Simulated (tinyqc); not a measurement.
# Model parameters from four stresses

Inverse problem. The threshold shift of a transistor under bias-temperature stress follows dV = A (V/V0)^g exp[-(Ea q/kB)(1/T - 1/T0)] (t/1 s)^n. Find n, A, g and Ea.

Inputs (values chosen for the exercise):
- V0 = 1.6 V (reference stress voltage)
- T0 = 398 K (reference temperature)

Constants: q = 1.602176634e-19 C, kB = 1.380649e-23 J/K. Results are converted to the units shown.

dV at (V0, T0, 10 s), (V0, T0, 1000 s), (1.3 V, T0, 1000 s) and (V0, 423 K, 1000 s) (mV): [7.1495033, 13.009957, 4.6067296, 18.049699]

Answer. Each pair differs in one condition, and the logarithm of its ratio gives one exponent.

n = 0.1300
A = 5.300 mV
g = 5.000
Ea = 0.1900 eV

Numbers from tinyqc (`OMP_NUM_THREADS=1 python tinyqc.py 2070024 2070025 out.jsonl`; about 0.01 s on one thread of a shared Intel Xeon 2.30GHz).
